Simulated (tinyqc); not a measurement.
From results back to parameters: thin-body film or fin with hard walls, valleys of the Si type. Three cases, with inputs chosen for the exercise.

Problem. In a hard-walled film E_1 = c (pi/t)^2/m_z, c = hbar^2/2m0. The splitting between the lowest levels of two valley groups, on the (100) face, was computed from a hidden thickness.

Constants: hbar^2/2m0 = 3.80998211 eV angstrom^2.

Find: t; lower level.

Method. t = pi sqrt(c (1/m_zb - 1/m_za)/splitting).

Case 1.

Values chosen (out of a larger set: near those of Si; not measured data): m_za = 0.934 m0 (heavier confinement mass); m_zb = 0.188 m0 (lighter one).

splitting = 20.630 meV

Solution.

t = 88.0 angstrom
lower level = 0.0052 eV

Case 2.

Values chosen (out of a larger set: near those of Si; not measured data): m_za = 0.902 m0 (heavier confinement mass); m_zb = 0.191 m0 (lighter one).

splitting = 29.936 meV

Solution.

t = 72.0 angstrom
lower level = 0.0080 eV

Case 3.

Values chosen (out of a larger set: near those of Si; not measured data): m_za = 0.91 m0 (heavier confinement mass); m_zb = 0.189 m0 (lighter one).

splitting = 109.166 meV

Solution.

t = 38.0 angstrom
lower level = 0.0286 eV

Computed by tinyqc, one run a case: `OMP_NUM_THREADS=1 python tinyqc.py N N+1 out.jsonl` with N = 1250996, 1251209, 1251219; one thread of a shared Intel(R) Xeon(R) Processor @ 2.30GHz, about 0.01 s a run at most.
